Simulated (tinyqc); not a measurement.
Input admittance of a MOSFET at zero drain bias: distributed channel and distributed gate: one step of the calculation.

Source and drain grounded, strong inversion, w = 2 pi f, Cox = eps0 eox/tox. The channel is an RC line of resistance 1/(mu Cox Vo) per square fed from both ends, so one finger has the intrinsic admittance y = i w Cox L tanh(g)/g per width, g = (1/2) sqrt(i w tau), tau = L^2/(mu Vo). The vertical resistance rv/L is in series with y, the overlaps 2 i w Cov in parallel: y_t = 1/(1/y + rv/L) + 2 i w Cov. The gate strip is a line of Rsh/L per length loaded by y_t, so a finger has Y = y_t Wf tanh(k)/k, k = (Wf/sd) sqrt(y_t Rsh/L); the device has Nf Y.

Problem. Admittance of the channel and stack per width. tau, g, c = Cox L, y and y_t as defined.

Values chosen for this exercise; values of the order met in silicon radio-frequency transistors: relative permittivity of the gate insulator (close to silicon nitride) eox = 7.38; insulator thickness tox = 4.2 nm; channel length L = 1.1 um; channel mobility mu = 150 cm^2/(V s); gate overdrive Vo = 0.65 V; vertical resistivity of the gate stack rv = 0 ohm um^2; overlap and fringe capacitance on each side Cov = 0.36 fF/um; frequency f = 5.1 GHz.

Constants: eps0 = 8.8541878128e-14 F/cm where lengths are in cm. Results are converted to the units shown.

Give: tau; g; c; y; y_t.

Solution.

tau = 124.10 ps
g = 0.70505+0.70505i
c = 17.114 fF/um
y = 156.72+486.21i uS/um
y_t = 156.72+509.28i uS/um

w tau = 3.98, and Im y is 0.887 of w c.

Computed by the program tinyqc: `OMP_NUM_THREADS=1 python tinyqc.py 2262238 2262239 out.jsonl`, one thread of a shared Intel Xeon 2.30GHz, about 0.01 s for the whole run.
